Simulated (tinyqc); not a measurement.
# MOS capacitor on an n-type substrate, surface potential from the exact charge relation: effect of the density of interface traps on threshold and swing

Uniform n-type substrate, Boltzmann statistics, full ionisation, classical densities. psi is the surface potential against the body (positive when the bands bend down) and u = -psi/Vt. Traps are spread evenly over the gap and neutral at flat band, so their charge is -q Dit psi; the minority quasi-Fermi level is shifted by Vb.

ni = sqrt(Nc Nv) exp(-Eg/(2 Vt)), Eg in volts; phiF = Vt ln(N/ni); Cox = eps0 eox/tox; Vfb = phiM - chi - Vt ln(Nc/N) - q Nf/Cox; VT = Vfb - [(2 phiF + Vb)(1 + q Dit/Cox) + sqrt(2 eps0 eps_r q N (2 phiF + Vb))/Cox]. gamma = sqrt(2 eps0 eps_r q N)/Cox; Wm = sqrt(2 eps0 eps_r (2 phiF + Vb)/(q N)); m = 1 + (eps0 eps_r/Wm + q Dit)/Cox; swing m Vt ln 10; Cmin/Cox = 1/(1 + Cox Wm/(eps0 eps_r)).

Values chosen for this exercise; band and dielectric values close to those of silicon:
- T = 350 K (temperature)
- Eg = 1.13 eV (band gap)
- eps_r = 11.7 (relative permittivity)
- Nc = 3.45e19 cm^-3 (conduction-band density of states at T)
- Nv = 3.34e19 cm^-3 (valence-band density of states at T)
- chi = 4.07 eV (electron affinity)
- N = 5.2e16 cm^-3 (donor density of the substrate)
- eox = 25 (relative permittivity of the gate insulator (close to zirconium oxide))
- tox = 42 nm (insulator thickness)
- phiM = 4.87 eV (gate work function)
- Nf = 7e10 cm^-2 (fixed charge at the interface, in units of q)
- Vb = 0 V (reverse bias of the inversion layer against the body)

Constants: q = 1.602176634e-19 C, kB = 1.380649e-23 J/K, Vt = kB T/q, eps0 = 8.8541878128e-14 F/cm where lengths are in cm. Results are converted to the units shown.

The same in every row: Vfb (V) = 0.5828; 2 phiF (V) = 0.7390; gamma (V^0.5) = 0.2493; Wm (nm) = 135.6; Cmin/Cox = 0.1266.

Effect of the density of interface traps on threshold and swing:
```
Dit (cm^-2 eV^-1)   VT (V)      m  swing (mV/decade)
0                  -0.3706  1.145              79.52
1e10               -0.3728  1.148              79.73
3e10               -0.3773  1.154              80.15
1e11               -0.3931  1.175              81.63
3e11               -0.4380  1.236              85.85
1e12               -0.5953  1.449              100.6
3e12                -1.045  2.057              142.9
1e13                -2.617  4.185              290.6
```

As Dit goes from 0 to 1e13, VT falls from -0.371 to -2.62 V, the swing rises from 79.5 to 291 mV/decade and Cmin/Cox stays at 0.127. Vfb does not move.

Numbers from tinyqc (`OMP_NUM_THREADS=1 python tinyqc.py 2060122 2060123 out.jsonl`; about 0.01 s on one thread of a shared Intel Xeon 2.30GHz).
